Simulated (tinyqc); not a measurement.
From results back to parameters: strained quantum well: band edges, subbands and transparency. Three cases, with inputs chosen for the exercise.

Problem. In a thick strained layer the gaps to heavy and light holes are Ec - E_HH and Ec - E_LH. They were computed from hidden e and Eg.

Growth on (001), barriers unstrained: tr(e) = e (2 - nu2), Z = b e (1 + nu2); Ec = Ev + Eg + ac tr(e), E_HH = Ev + av tr(e) + Z, E_LH = Ev + av tr(e) - Z (coupling to the split-off band left out).

Find: Z; e; Eg.

Method. Half of (Ec - E_LH) - (Ec - E_HH) is Z, which gives e; the mean is Eg + (ac - av) tr(e).

Case 1.

Values chosen (near those of an InGaAs/InP well; shifted at random, so the results belong to these values and not to a real crystal):
- nu2 = 0.979 (2 C12/C11)
- ac = -6.31 eV
- av = 1.09 eV (Ev moves by av tr(e))
- b = -1.92 eV (shear potential)

Ec - E_HH, Ec - E_LH (eV): 0.82695  0.76008

Solution.

Z = -0.0334 eV
e = 0.0088
Eg = 0.860 eV

Case 2.

Values chosen (near those of an InGaAs/AlGaAs well; shifted at random, so the results belong to these values and not to a real crystal):
- nu2 = 0.949 (2 C12/C11)
- ac = -6.77 eV
- av = 1.13 eV (Ev moves by av tr(e))
- b = -1.96 eV (shear potential)

Ec - E_HH, Ec - E_LH (eV): 1.20407  1.30645

Solution.

Z = 0.0512 eV
e = -0.0134
Eg = 1.144 eV

Case 3.

Values chosen (near those of a GaAsP/AlGaAs well; shifted at random, so the results belong to these values and not to a real crystal):
- nu2 = 0.921 (2 C12/C11)
- ac = -7.3 eV
- av = 1.23 eV (Ev moves by av tr(e))
- b = -1.95 eV (shear potential)

Ec - E_HH, Ec - E_LH (eV): 1.55735  1.52214

Solution.

Z = -0.0176 eV
e = 0.0047
Eg = 1.583 eV

Computed by tinyqc, one run a case: `OMP_NUM_THREADS=1 python tinyqc.py N N+1 out.jsonl` with N = 1281844, 1281911, 1281944; one thread of a shared Intel(R) Xeon(R) Processor @ 2.30GHz, about 0.03 s a run at most.
